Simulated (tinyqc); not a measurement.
Six-transistor SRAM cell, nodal equations and margins: one step of the calculation.

Two cross-coupled inverters (pull-down bn, pull-up bp) hold the nodes Q and QB; access transistors (ba, threshold VTn, gate on the word line at Vdd when selected) join them to the bit lines. Transistor (EKV form, voltages against the body): I = 2 n b Vt^2 [F(vp - Vs) - F(vp - Vd)] from drain to source, F(v) = ln^2(1 + exp(v/(2 Vt))), vp = (Vg - VT + sg |Vd - Vs|)/n. n-channel bodies are at 0; for the p-channel device all voltages are counted down from Vdd. b in uA/V^2 gives I in uA. For an access transistor the bit line is the drain and the node the source. In a read both bit lines are at Vdd. The cell is symmetric (no mismatch).

Question. Node voltages in a read by Newton steps. F1 = In(gate QB, drain Q) - Ip(gate QB, drain Q) - Ia(bit line, Q), F2 the same with Q and QB exchanged; J by central differences with +/- 1e-6 V; solve J d = -F, limit each component to +/- 0.15 V and add.

Inputs (values chosen for the exercise): temperature T = 400 K; supply voltage Vdd = 0.8 V; slope factor n = 1.17; drain-induced barrier lowering sg = 0.062; n-channel threshold VTn = 0.26 V; p-channel threshold (magnitude) VTp = 0.37 V; gain factor of the pull-down transistor bn = 600 uA/V^2; gain factor of the access transistor ba = 300 uA/V^2; gain factor of the pull-up transistor bp = 280 uA/V^2.

Constants: q = 1.602176634e-19 C, kB = 1.380649e-23 J/K, Vt = kB T/q. Results are converted to the units shown.

(Q, QB) at the start (V): Q 0.00000000, QB 0.80000000

Give: F1, F2; J; (Q, QB) after iteration 1.

Answer.

F1, F2 (uA): -44.576  0.008

J (uS):
```
         Q      QB
F1  509.81    0.01
F2    0.20  119.94
```

(Q, QB) after iteration 1 (V): Q 0.08744, QB 0.79978

Numbers from tinyqc (`OMP_NUM_THREADS=1 python tinyqc.py 2340056 2340057 out.jsonl`; about 0.1 s on one thread of a shared Intel Xeon 2.30GHz).
